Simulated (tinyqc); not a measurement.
Contact resistivity and sheet resistance from two contact lengths.

Inverse problem. Rc = [sqrt(rc Rsh)/Wc] coth(Lc/(2 LT)), LT = sqrt(rc/Rsh), Wc = 108 nm; the second contact is twice as long as the first. Find LT, rc and Rsh.

Rc for Lc = 19 and 38 nm (ohm): 162.727696  91.1984724

Solution. With t = tanh(Lc/(2 LT)) for the shorter contact, the resistance of the longer over that of the shorter is (1 + t^2)/2. Then sqrt(rc Rsh) = Rc t Wc, and rc and Rsh follow by multiplying and dividing by LT.

LT = 26.2 nm
rc = 1.60e-9 ohm cm^2
Rsh = 233 ohm

Numbers from tinyqc (`OMP_NUM_THREADS=1 python tinyqc.py 2170072 2170073 out.jsonl`; about 0.04 s on one thread of a shared Intel Xeon 2.30GHz).
